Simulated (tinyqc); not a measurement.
## Tunnelling through a two-layer gate stack, WKB transmission and Tsu-Esaki current: effect of temperature

Electrons leave the emitter at x = 0. Energies E (motion across the layers) are in eV from the emitter Fermi level; the collector Fermi level lies at -V and offers states at every E. No charge in the dielectric and no image force: F1 = V/(t1 + t2 eps1/eps2), F2 = F1 eps1/eps2; U = phi1 - F1 x in layer 1 and phi2 - F1 t1 - F2 (x - t1) in layer 2. With C = hbar^2/(2 m0), kappa = sqrt(m (U - E)/C) where U > E and 0 elsewhere; T(E) = exp(-S), S = 2 times the integral of kappa over x.

Each layer adds (2/F) sqrt(m/C) [G(u at its left edge) - G(u at its right edge)] to S, with u = U - E (0 where negative) and G(u) = (2/3) u^1.5. J = J0 times the integral of T(E) N(E) dE, N = ln[(1 + exp(-E/Vt))/(1 + exp((-E - V)/Vt))], J0 = q^2 me m0 kB T/(2 pi^2 hbar^3) (times 1e-4 for A/cm^2 per eV), from E = -Ef to far above the barrier (T = 1 there), by quadrature converged to the digits shown.

Parameters, values chosen for the exercise; layer 1 close to silicon dioxide, layer 2 close to hafnium oxide:

| symbol | value | unit | meaning |
|---|---|---|---|
| Ef | 0.31 | eV | Fermi energy of the emitter above its band bottom |
| me | 1 | m0 | emitter mass in the supply function |
| phi1 | 2.96 | eV | barrier of layer 1 above the emitter Fermi level at zero bias |
| m1 | 0.5 | m0 | tunnelling mass of layer 1 |
| t1 | 0.6 | nm | thickness of layer 1 |
| eps1 | 4.05 |  | relative permittivity of layer 1 |
| phi2 | 1.46 | eV | barrier of layer 2 at zero bias |
| m2 | 0.21 | m0 | tunnelling mass of layer 2 |
| t2 | 3.5 | nm | thickness of layer 2 |
| eps2 | 21.2 |  | relative permittivity of layer 2 |
| V | 1.2 | V | voltage across the dielectric |

Constants: q = 1.602176634e-19 C, kB = 1.380649e-23 J/K, hbar = 1.054571817e-34 J s, m0 = 9.1093837015e-31 kg, Vt = kB T/q, hbar^2/(2 m0) = 0.0380998212 eV nm^2. Results are converted to the units shown.

Result of one run:
```
T (K)  J (A/cm^2)  mean E of the current (eV)
400        0.5404                    -0.08192
```

What becomes of these results when the temperature T is changed from 400 to 200 K, all else the same?

Result of the changed run:
```
T (K)  J (A/cm^2)  mean E of the current (eV)
200        0.4118                     -0.1285
```

The whole series:
```
T (K)  J (A/cm^2)  mean E of the current (eV)
50         0.3826                     -0.1391
100        0.3882                     -0.1370
200        0.4118                     -0.1285
300        0.4570                     -0.1125
400        0.5404                    -0.08192
500        0.7348                   -0.003140
600         1.384                      0.1856
750         6.851                      0.4963
```

Between 50 and 300 K the current changes by a factor of 1.19, and between 300 and 750 K by 15.0; the mean energy of the current rises from -0.139 to 0.496 eV. The transmission grows by a factor e over d = 0.0792 eV near E = 0, equal to kB T/q at 919 K: far below that temperature the thermal tail adds little. In every row a layer is thinner than 0.8 nm, a few atomic planes, where an effective mass is a rough description.

Program tinyqc, `OMP_NUM_THREADS=1 python tinyqc.py 2540059 2540060 out.jsonl`; Intel Xeon 2.30GHz, shared host, one thread, about 0.04 s.
